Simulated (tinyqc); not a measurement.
What moves the results: two-dimensional electron gas with Rashba and Dresselhaus coupling. A value that a table varies takes the place of the one given here.

H = c k^2/m + al (ky sx - kx sy) + b1 (kx sx - ky sy) + gam kx ky (kx sy - ky sx), s the Pauli matrices, x = [100], c = hbar^2/2m0, b1 = gam (pi/L)^2 (hard walls). H = c k^2/m + B.s, so E = c k^2/m -/+ |B| and the lower state has its spin along -B.

Constants: hbar^2/2m0 = 3.80998211 eV angstrom^2.

Inputs chosen for the exercise (of the size met in InGaAs; shifted at random, so the results belong to these values and not to a real crystal): m = 0.0405 m0 (mass); al = 0.24 eV angstrom (Rashba constant); gam = 27.2 eV angstrom^3 (bulk Dresselhaus constant); L = 232 angstrom (width of the (001) well); n = 4.9 1e11/cm^2 (sheet density (one subband filled)).

## Splitting and spin direction around the circle

At |k| = k0 = sqrt(2 pi n), 1e11/cm^2 = 1e-5/angstrom^2.

Around the circle:

| phi (deg) | Bx (meV) | By (meV) | splitting (meV) | lower spin (deg) |
|---|---|---|---|---|
| 0.0 | 0.0875 | -4.2111 | 8.4241 | 91.2 |
| 22.5 | 1.6725 | -3.8761 | 8.4430 | 113.3 |
| 45.0 | 2.9877 | -2.9877 | 8.4504 | 135.0 |
| 67.5 | 3.8761 | -1.6725 | 8.4430 | 156.7 |
| 90.0 | 4.2111 | -0.0875 | 8.4241 | 178.8 |
| 112.5 | 3.9051 | 1.5506 | 8.4033 | -158.3 |
| 135.0 | 2.9678 | 2.9678 | 8.3942 | -135.0 |
| 157.5 | 1.5506 | 3.9051 | 8.4033 | -111.7 |

The splitting runs from 8.3942 meV at 135 to 8.4504 meV at 45 degrees. Along [110] it is 2 k |al + b1 - 2 b3| and along [-110] 2 k |al - b1 + 2 b3|, b3 = gam k^2/4. From 0 to 90 degrees the spin turns with k (+88 degrees), the sense of the Rashba term.

## Tuning the Rashba term through the balance point

al = f (b1 - b3) at k0 = sqrt(2 pi n), b3 = gam k0^2/4. Helix wavelength along [110]: 2 pi c/(m |al + b1 - b3|). Dyakonov-Perel rates are proportional to the mean squares of the first harmonics: for spin along z, al^2 + (b1 - b3)^2; for the most protected in-plane spin, (al - (b1 - b3))^2/2 (third harmonic left out); both are given over (b1 - b3)^2.

Against f:

| f | al (meV angstrom) | wavelength (micron) | rate, z | rate, in plane |
|---|---|---|---|---|
| 0.00 | 0.000 | 20.424 | 1.000 | 0.5000 |
| 0.25 | 0.724 | 16.339 | 1.062 | 0.2812 |
| 0.50 | 1.447 | 13.616 | 1.250 | 0.1250 |
| 0.75 | 2.171 | 11.671 | 1.562 | 0.0312 |
| 0.90 | 2.605 | 10.749 | 1.810 | 0.0050 |
| 1.00 | 2.894 | 10.212 | 2.000 | 0.0000 |
| 1.25 | 3.618 | 9.077 | 2.562 | 0.0312 |
| 2.00 | 5.788 | 6.808 | 5.000 | 0.5000 |

At f = 1, al = 2.89 meV angstrom, the first harmonic points along one axis for all k and the listed in-plane rate vanishes; the helix would have wavelength 10.21 micron. But the third harmonic, left out of the table, has b3/(b1 - b3) = 0.72; its mean square, 0.26 in these units against 0.50 for the in-plane rate at f = 0, limits the protection to about the ratio of the two. The uniform z spin still relaxes there, twice as fast as at f = 0.

## What each parameter does

Splittings 2|B| at k0 = sqrt(2 pi n) along [100], [110] and [-110], and E0 = c k0^2/m; 1e11/cm^2 = 1e-5/angstrom^2. Each row changes one parameter from the base and keeps the others.

Results:

| case | [100] (meV) | [110] (meV) | [-110] (meV) | E0 (meV) |
|---|---|---|---|---|
| base | 8.4241 | 8.4504 | 8.3942 | 28.96 |
| m = 0.04455 m0 | 8.4241 | 8.4504 | 8.3942 | 26.33 |
| al = 0.288 eV angstrom | 10.1082 | 10.1348 | 10.0786 | 28.96 |
| gam = 32.64 eV angstrom^3 | 8.4249 | 8.4560 | 8.3886 | 28.96 |
| L = 252 angstrom | 8.4236 | 8.4237 | 8.4209 | 28.96 |
| n = 7.35 1e11/cm^2 | 10.3174 | 10.2596 | 10.3707 | 43.44 |

The largest shifts from the base row, up to three for each result and ties (the steps differ in size, so this ranks the rows, not the parameters). [100] (meV): n +1.8933, al +1.6842, gam +0.0008; unchanged at the printed digits by m. [110] (meV): n +1.8092, al +1.6845, L -0.0267; unchanged at the printed digits by m. [-110] (meV): n +1.9765, al +1.6845, L +0.0267; unchanged at the printed digits by m. E0 (meV): n +14.48, m -2.63; unchanged at the printed digits by al, gam and L.

(tinyqc, `OMP_NUM_THREADS=1 python tinyqc.py 1451819 1451820 out.jsonl`, Intel(R) Xeon(R) Processor @ 2.30GHz, 1 thread, shared host, about 0.01 s.)
